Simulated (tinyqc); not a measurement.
From results back to parameters: one-oscillator model of a band gap. Three cases, with inputs chosen for the exercise.

Problem. A gap follows E(T) = E0 - s1 t1/(exp(t1/T) - 1) with the zero-point term ZP = s1 t1/2, which scales as M^(-1/2). The shift of E0 on going from M to M + dM and the limiting slope at high T are given.

Find: sqrt(M/(M + dM)); ZP; t1.

Method. The shift is ZP (1 - sqrt(M/(M + dM))); then t1 = 2 ZP/s1.

Case 1.

Values chosen (out of a larger set: near those of diamond; not measured data): M = 12.03 u (mean atomic mass); dM = -0.68 u (change of the mean mass (not bounded by the natural isotopes)).

shift of E0 = -9.128392 meV
limiting slope s1 = 0.589 meV/K

Solution.

sqrt(M/(M + dM)) = 1.029520
ZP = 309.23 meV
t1 = 1050 K

Case 2.

Values chosen (out of a larger set: near those of Ge; not measured data): M = 72.56 u (mean atomic mass); dM = 0.75 u (change of the mean mass (not bounded by the natural isotopes)).

shift of E0 = 0.183190 meV
limiting slope s1 = 0.359 meV/K

Solution.

sqrt(M/(M + dM)) = 0.994872
ZP = 35.72 meV
t1 = 199 K

Case 3.

Values chosen (out of a larger set: near those of Ge; not measured data): M = 72.5 u (mean atomic mass); dM = -4.68 u (change of the mean mass (not bounded by the natural isotopes)).

shift of E0 = -1.800027 meV
limiting slope s1 = 0.405 meV/K

Solution.

sqrt(M/(M + dM)) = 1.033928
ZP = 53.05 meV
t1 = 262 K

Computed by tinyqc, one run a case: `OMP_NUM_THREADS=1 python tinyqc.py N N+1 out.jsonl` with N = 1880952, 1880956, 1880973; one thread of a shared Intel(R) Xeon(R) Processor @ 2.30GHz, about 0.01 s a run at most.
